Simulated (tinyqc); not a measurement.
Inputs raised by 10 %, one at a time: Haynes-Shockley experiment: drift, diffusion and decay of a minority-carrier pulse. Computed by tinyqc, a small Python program. Command: `OMP_NUM_THREADS=1 python tinyqc.py 3114387 3114388 out.jsonl haynes sens`. One thread of a shared host (Intel(R) Xeon(R) Processor @ 2.30GHz), about 0.02 s of CPU time with the checks.

A thin sheet of excess carriers is made at x = 0, t = 0 in a long uniform bar; injection is low, so the pulse moves with the minority mobility.

Inputs (values chosen for the exercise, modelled on electrons in p-type germanium in a lightly doped bar):
```
quantity                       value         unit
minority mobility mu            4320   cm^2/(V s)
lifetime tau                      36  microsecond
temperature T                    330            K
field F                           21         V/cm
distance d to the collector      0.5           cm
injected sheet density N0    6.5e+09       1/cm^2
```

Constants: k_B = 8.617333262e-05 eV/K.

Method:
- D = mu k_B T/e, v = mu F.
- Transit time d/v, diffusion length sqrt(D tau), drift length v tau, Peclet number v d/D = e F d/(k_B T).
- dn(x, t) = N0/sqrt(4 pi D t) exp(-(x - v t)^2/(4 D t) - t/tau).
- At fixed x the signal peaks where d ln(dn)/dt = 0: a t^2 + t/2 - x^2/(4 D) = 0 with a = v^2/(4 D) + 1/tau.
- The full width at half maximum is found by solving dn(x, t) = peak/2 on both sides of the peak.
- With w the full width at half maximum: mu = d/(F t_p); D = (w d)^2/(16 ln2 t_p^3); Einstein ratio D/mu against k_B T/e.

Runs; columns: (1) input moved; (2) from; (3) to; (4) time of the peak t_p (microsecond); (5) peak density (1/cm^3); (6) width at half maximum (microsecond); (7) apparent mobility (cm^2/(V s)):
```
(1)                                        (2)         (3)     (4)         (5)      (6)     (7)
base run                                     -           -  5.4920  6.0534e+10  0.95232  4335.3
minority mobility mu (cm^2/(V s))         4320        4752  4.9931  6.1380e+10  0.86584  4768.5
lifetime tau (microsecond)                  36        39.6  5.4924  6.1380e+10  0.95242  4335.0
temperature T (K)                          330         363  5.4901  5.7724e+10  0.99850  4336.8
field F (V/cm)                              21        23.1  4.9947  6.4369e+10  0.82576  4333.6
distance d to the collector (cm)           0.5        0.55  6.0427  5.6837e+10  0.99896  4334.2
injected sheet density N0 (1/cm^2)  6500000000  7150000000  5.4920  6.6588e+10  0.95232  4335.3
```

Exponents ln(y'/y) / ln(x'/x):
```
input                        time of the peak t_p  peak density  width at half maximum  apparent mobility
minority mobility mu                       -0.999         0.146                 -0.999              0.999
lifetime tau                                0.001         0.146                  0.001             -0.001
temperature T                              -0.004        -0.499                  0.497              0.004
field F                                    -0.996         0.644                 -1.496             -0.004
distance d to the collector                 1.003        -0.661                  0.502             -0.003
injected sheet density N0                   0.000         1.000                  0.000              0.000
```

Which inputs matter most for each result?

Among the inputs moved here: time of the peak t_p answers most in size to distance d to the collector (exponent +1.003), and about equally to minority mobility mu (-0.999), field F (-0.996); its exponent is below 0.0005 for injected sheet density N0. Its exponent -0.996 in field F: pure drift, t = d/(mu F). Peak density answers most in size to injected sheet density N0 (exponent +1.000), next to distance d to the collector (-0.661). Its exponent +1.000 in injected sheet density N0: the equation is linear. Width at half maximum answers most in size to field F (exponent -1.496), next to minority mobility mu (-0.999); its exponent is below 0.0005 for injected sheet density N0. Its exponent -1.496 in field F: sqrt(D t)/v with t = d/v. Its exponent +0.502 in distance d to the collector: the spread grows as sqrt(t). Apparent mobility answers most in size to minority mobility mu (exponent +0.999); its exponent is below 0.0005 for injected sheet density N0.

Extremes, crossings and ranges named in words are read from the listed rows.
